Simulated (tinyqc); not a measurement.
## Square on-chip spiral inductor, lumped pi model: effect of the number of turns

Outer diameter do = di + 2 n wd + 2 (n - 1) sp, mean da = (do + di)/2, fill p = (do - di)/(do + di), length l = 4 n da. L = 2.34 mu0 n^2 da/(1 + 2.75 p), mu0 = 4 pi 1e-7 H/m. Rs = rho l/(wd delta (1 - exp(-th/delta))), delta = sqrt(rho/(pi f mu0)). Cs = n wd^2 eps0 eo/hu across the coil. At each end Cox = l wd eps0 eo/(2 ho) leads to the substrate branch Rsi = 2 rs he/(l wd) in parallel with Csi = l wd eps0 11.7/(2 he). With one end grounded Y = 1/(Rs + i w L) + i w Cs + 1/[1/(i w Cox) + 1/(1/Rsi + i w Csi)], w = 2 pi f; Q = -Im Y/Re Y. Eddy currents in neighbouring turns and in the substrate are left out.

Peak Q and its frequency from a search over f; self-resonance where Im Y = 0; Q at the given f (negative beyond resonance).

Values chosen for this exercise; values of the order met in silicon radio-frequency processes:
```
symbol,value,unit,meaning
wd,10,um,line width
sp,3,um,space between turns
di,60,um,inner diameter
th,3,um,metal thickness
rho,1.9,uohm cm,metal resistivity
ho,8.9,um,oxide below the coil
hu,1.1,um,oxide between coil and underpass
eo,4.1,,relative permittivity of the oxide
rs,10,ohm cm,substrate resistivity
he,80,um,effective spreading depth in the substrate
f,6.8,GHz,frequency
```

Constants: eps0 = 8.8541878128e-12 F/m. Results are converted to the units shown.

Effect of the number of turns:

| n | L (nH) | do (um) | peak Q | f of the peak (GHz) | self-resonance (GHz) | Q at f |
|---|---|---|---|---|---|---|
| 1.5 | 0.3177 | 93.00 | 19.88 | 30.03 | 105.1 | 12.38 |
| 2.5 | 0.8628 | 119.0 | 15.54 | 9.891 | 48.01 | 14.86 |
| 3.5 | 1.725 | 145.0 | 13.31 | 4.611 | 27.80 | 12.39 |
| 4.5 | 2.963 | 171.0 | 12.20 | 2.868 | 18.00 | 7.402 |
| 5.5 | 4.635 | 197.0 | 11.48 | 2.070 | 12.38 | 3.409 |
| 6.5 | 6.803 | 223.0 | 10.93 | 1.607 | 8.795 | 1.061 |
| 8.5 | 12.87 | 275.0 | 10.03 | 1.084 | 4.673 | -0.8846 |

As n goes from 1.5 to 8.5, L rises from 0.318 to 12.9 nH, the peak Q falls from 19.9 to 10.0, its frequency falls from 30.0 to 1.08 GHz and the self-resonance falls from 105 to 4.67 GHz.

tinyqc, about 0.01 s, one thread, Intel Xeon 2.30GHz (shared host): `OMP_NUM_THREADS=1 python tinyqc.py 2302017 2302018 out.jsonl`
